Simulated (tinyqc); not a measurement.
# Double-gate transistor, scale length and short-channel effects: what changes with what

A body of thickness ts between two insulators of thickness ti and two tied gates. Below threshold the potential that source and drain add obeys Laplace's equation and vanishes on the gate. Its lowest mode decays along the channel as exp(-k y); k is the smallest positive root of the matching condition at the interface, and the scale length is Lambda = pi/k.

Inputs (values chosen for the exercise); permittivities: semiconductor close to that of silicon, insulator close to that of silicon nitride:
- T = 250 K (temperature)
- eps_r = 11.9 (relative permittivity of the semiconductor)
- ei = 7.74 (relative permittivity of the insulator)
- ti = 2.1 nm (insulator thickness)
- ts = 14.7 nm (body thickness)
- L = 47 nm (channel length)
- Vbi = 0.92 V (potential of the source)
- sT = 0.46 V (potential of the barrier top at threshold)
- Vds = 0.8 V (drain voltage)

Constants: q = 1.602176634e-19 C, kB = 1.380649e-23 J/K, Vt = kB T/q. Results are converted to the units shown.

Each table varies one quantity; the others keep the values above.

## Effect of the drain voltage

k is the smallest positive root of f(k) = ei cos(k ti) cos(k ts/2) - eps_r sin(k ti) sin(k ts/2). Along the channel psi(y) = s + a exp(y/l) + b exp(-y/l) with psi(0) = Vbi, psi(L) = Vbi + Vds and l = 1/k = Lambda/pi; with A = Vbi - s, B = A + Vds, x = exp(-L/l): a = (B - A x) x/(1 - x^2), b = (A - B x)/(1 - x^2). The minimum is s + 2 sqrt(a b), at y = (l/2) ln(b/a). The long-channel potential follows the gate as s = sT + (Vg - VTL)/m, and the threshold VT is the gate voltage at which the minimum equals sT. Swing = m Vt ln 10/g at threshold, g = d(minimum)/ds = 1 - (b x + a)/((1 + x) sqrt(a b)). DIBL = [VT(0.05 V) - VT(Vds)]/(Vds - 0.05 V). sT and Vbi are held fixed; m = 1.

The same in every row: Lambda (nm) = 20.89; L/Lambda = 2.250.

Effect of the drain voltage:
```
Vds (V)	VT - VTL at Vds (mV)	DIBL (mV/V)	swing (mV/decade)
0.2	-34.16	27.71	52.73
0.35	-37.90	26.30	52.80
0.5	-41.32	25.14	52.88
0.65	-44.50	24.16	52.96
0.8	-47.50	23.32	53.05
0.95	-50.33	22.58	53.15
1.1	-53.03	21.93	53.24
```

Read the table: what changes, and by how much?

As Vds goes from 0.2 to 1.1 V, Lambda stays at 20.9 nm, DIBL falls from 27.7 to 21.9 mV/V and the swing rises from 52.7 to 53.2 mV a decade.

## Effect of the body thickness

Same model as above.

Effect of the body thickness:
```
ts (nm)	Lambda (nm)	L/Lambda	VT - VTL at Vds (mV)	DIBL (mV/V)	swing (mV/decade)
5.9	11.639	4.0380	-2.6893	1.3055	49.803
7.3	13.166	3.5697	-5.6361	2.7383	50.019
9.1	15.085	3.1156	-11.602	5.6461	50.456
11	17.076	2.7524	-20.795	10.145	51.126
14	20.174	2.3298	-41.559	20.378	52.628
18	24.255	1.9377	-80.905	39.999	55.435
22	28.306	1.6604	-132.89	66.276	59.086
```

What does the table show?

As ts goes from 5.9 to 22 nm, Lambda rises from 11.6 to 28.3 nm, DIBL rises from 1.31 to 66.3 mV/V and the swing rises from 49.8 to 59.1 mV a decade. On average Lambda goes as ts^(0.68).

## Effect of the relative permittivity of the insulator

Same model as above.

Effect of the relative permittivity of the insulator:
```
ei	Lambda (nm)	L/Lambda	VT - VTL at Vds (mV)	DIBL (mV/V)	swing (mV/decade)
3.9	25.755	1.8249	-98.683	48.947	56.690
5.7	22.770	2.0641	-65.039	32.055	54.309
8.5	20.398	2.3042	-43.367	21.274	52.758
12	18.868	2.4910	-31.837	15.575	51.927
18	17.552	2.6778	-23.469	11.457	51.321
27	16.633	2.8257	-18.473	9.0068	50.957
40	16.018	2.9342	-15.513	7.5576	50.742
```

Read the table: what changes, and by how much?

As ei goes from 3.9 to 40, Lambda falls from 25.8 to 16.0 nm, DIBL falls from 48.9 to 7.56 mV/V and the swing falls from 56.7 to 50.7 mV a decade. On average Lambda goes as ei^(-0.20).

Computed by the program tinyqc: `OMP_NUM_THREADS=1 python tinyqc.py 2420145 2420146 out.jsonl`, one thread of a shared Intel Xeon 2.30GHz, about 0.01 s for the whole run.
